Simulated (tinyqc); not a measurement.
Changing the shear modulus G: estimate of lattice thermal conductivity from elastic moduli (Slack, Klemens and Cahill formulas). Computed by tinyqc, a small Python program. Command: `OMP_NUM_THREADS=1 python tinyqc.py 3021551 3021552 out.jsonl slack sweep`. One thread of a shared host (Intel(R) Xeon(R) Processor @ 2.30GHz), about 0.01 s of CPU time with the checks.

An isotropic solid.

Inputs (values chosen for the exercise, for a model crystal):
```
quantity                               value        unit
bulk modulus B                          30.9         GPa
volume per atom V                       14.3  angstrom^3
mean atomic mass M                       133           u
atoms per primitive cell n                 4           -
volume expansion coefficient alpha_V     194       ppm/K
temperature T                            700           K
disorder parameter Gamma              0.0014           -
grain size d                              27          nm
```

Grueneisen parameter: from thermal expansion.

Constants: u = 1.6605390666e-27 kg; hbar = 1.054571817e-34 J s; k_B = 1.380649e-23 J/K; h = 6.62607015e-34 J s.

Method:
- rho = M/V; vL = sqrt((B + 4G/3)/rho), vT = sqrt(G/rho); v_m = [(vL^-3 + 2 vT^-3)/3]^(-1/3); Poisson ratio sigma = (3B - 2G)/(6B + 2G); Theta = hbar v_m (6 pi^2/V)^(1/3)/k_B.
- gamma = alpha_V B V/(3 k_B), with the classical heat capacity 3 k_B per atom.
- Slack, an estimate for T near or above Theta_a: kappa = A M Theta_a^3 delta n^(1/3)/(gamma^2 T) in W/(m K), with M in u, delta = V^(1/3) in angstrom, Theta_a = Theta n^(-1/3) and A = 2.43e-6/(1 - 0.514/gamma + 0.228/gamma^2).
- High-temperature forms with the classical heat capacity. Klemens: kappa/kappa_0 = arctan(u)/u, u^2 = pi^2 Theta V Gamma kappa_0/(h v_m^2). Grains: 1/kappa_poly = 1/kappa + 1/(C v_m d/3), C = 3 k_B/(n V), the acoustic branches alone.
- Cahill minimum: kappa_min = (pi/6)^(1/3) k_B V^(-2/3) sum over L, T, T of v (T/Theta_i)^2 int_0^(Theta_i/T) x^3 e^x/(e^x - 1)^2 dx, Theta_i = Theta v_i/v_m (64 Gauss-Legendre points).
- Its high-temperature limit is (1/2) (pi/6)^(1/3) k_B V^(-2/3) (vL + 2 vT).

One run for each value; columns: (1) shear modulus G (GPa); (2) Poisson ratio sigma; (3) Debye temperature Theta (K); (4) kappa of the perfect crystal (W/(m K)); (5) Grueneisen parameter gamma; (6) kappa_min (W/(m K)):
```
(1)        (2)     (3)     (4)     (5)      (6)
4.63   0.42864   76.32  0.0573  2.0696  0.24925
9.27   0.36364  107.04  0.1582  2.0696  0.30372
13.90  0.30441  130.05  0.2837  2.0696  0.34726
18.50  0.25045  149.05  0.4271  2.0696  0.38473
23.20  0.19974  165.96  0.5897  2.0696  0.41906
27.80  0.15394  180.82  0.7626  2.0696  0.44984
32.40  0.11151  194.42  0.9480  2.0696  0.47845
37.10  0.07126  207.31  1.1493  2.0696  0.50586
```

Over the rows, Poisson ratio sigma falls from 0.429 to 0.0713 (exponent d ln y / d ln x -0.24 between the first rows and -3.3 between the last); Debye temperature Theta (K) rises from 76.3 to 207 (exponent d ln y / d ln x about 0.48 throughout); kappa of the perfect crystal (W/(m K)) rises from 0.0573 to 1.15 (exponent d ln y / d ln x about 1.4 throughout). The two transverse branches rule v_m, so Theta follows sqrt(G) closely and the Slack value about G^(3/2).

Caution (rows 4.63, 9.27, 13.9, 18.5, 23.2): the estimate comes near or below kappa_min; the free path cannot fall under half a wavelength, so the true value levels off near kappa_min.

Extremes, crossings and ranges named in words are read from the listed rows.
